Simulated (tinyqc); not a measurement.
Comparisons within one model: quaternary alloy A(x)B(1-x)C(y)D(1-y) matched to a substrate. A value that a table varies takes the place of the one given here.

Q(x,y) = x y Q_AC + x (1 - y) Q_AD + (1 - x) y Q_BC + (1 - x)(1 - y) Q_BD for the lattice constant. Gap, rule 1: Q(x,y) - x (1 - x)[y C_ABC + (1 - y) C_ABD] - y (1 - y)[x C_ACD + (1 - x) C_BCD]. Rule 2 (mean of ternaries): {x (1 - x)[y T_ABC(x) + (1 - y) T_ABD(x)] + y (1 - y)[x T_ACD(y) + (1 - x) T_BCD(y)]}/{x (1 - x) + y (1 - y)}, T_ABC(x) = x E_AC + (1 - x) E_BC - C_ABC x (1 - x), T_ACD(y) = y E_AC + (1 - y) E_AD - C_ACD y (1 - y), and alike. Only the Gamma valley is followed.

Matching a(x,y) = a_s gives x = (a_s - y a_BC - (1 - y) a_BD)/(y (a_AC - a_BC) + (1 - y)(a_AD - a_BD)).
Constants: hc = 1239.841984 eV nm.

Values chosen for the exercise (AC, AD, BC, BD near GaAs, GaP, InAs and InP; substrate near InP; shifted at random, so the results belong to these values and not to a real crystal):
- a = (5.656, 5.453, 6.056, 5.865) angstrom (lattice constants of AC, AD, BC, BD)
- Eg = (1.528, 2.926, 0.423, 1.428) eV (gaps at Gamma of AC, AD, BC, BD)
- Cb = (0.451, 0.625, 0.177, 0.098) eV (bowing of ABC, ABD, ACD, BCD)
- a_s = 5.865 angstrom (substrate)
- y = 0.14 (fraction of C)

## Along the matched line

x follows from y.

Results:
```
y          x  bilinear (eV)  rule 1 (eV)  rule 2 (eV)  wavelength 1 (nm)  wavelength 2 (nm)
0.03  0.0139         1.4185       1.4071       1.4139                881                877
0.15  0.0698         1.3778       1.3257       1.3559                935                914
0.27  0.1262         1.3323       1.2472       1.2957                994                957
0.39  0.1829         1.2820       1.1720       1.2334               1058               1005
0.51  0.2400         1.2269       1.0998       1.1687               1127               1061
0.63  0.2975         1.1669       1.0308       1.1010               1203               1126
0.75  0.3555         1.1020       0.9650       1.0290               1285               1205
0.87  0.4138         1.0321       0.9024       0.9490               1374               1306
0.99  0.4726         0.9571       0.8429       0.8485               1471               1461
```

What can be read from the table?

The matched alloys span 0.843 to 1.407 eV by rule 1, monotonically in y. Along the line dx/dy is +0.466 between the first two rows and +0.490 between the last two. In energy the two rules differ most at y = 0.63, by 70 meV (77 nm there), which measures how far the ternary data leave the interior open. Miscibility gaps are not considered.

## What each parameter does

x is matched anew each time. Each row changes one parameter from the base and keeps the others.

Results:
```
case                                            x  rule 1 (eV)  rule 2 (eV)
base                                       0.0652       1.3323       1.3608
y = 0.15                                   0.0698       1.3257       1.3559
a_s = 5.869 angstrom                       0.0554       1.3235       1.3492
Cb = (0.541, 0.75, 0.212, 0.118) eV        0.0652       1.3225       1.3567
Eg = (1.578, 2.926, 0.423, 1.428) eV       0.0652       1.3328       1.3613
a = (5.666, 5.453, 6.056, 5.865) angstrom  0.0654       1.3325       1.3611
```

How do the results move?

The largest shifts from the base row, up to three for each result and ties (the steps differ in size, so this ranks the rows, not the parameters). x: a_s -0.0097, y +0.0047, a +0.0002; unchanged at the printed digits by Cb and Eg. rule 1 (eV): Cb -0.0098, a_s -0.0088, y -0.0067. rule 2 (eV): a_s -0.0116, y -0.0049, Cb -0.0041.

Run: tinyqc, `OMP_NUM_THREADS=1 python tinyqc.py 1051512 1051513 out.jsonl`; Intel(R) Xeon(R) Processor @ 2.30GHz, one thread, shared host; about 0.01 s of CPU time with all checks.
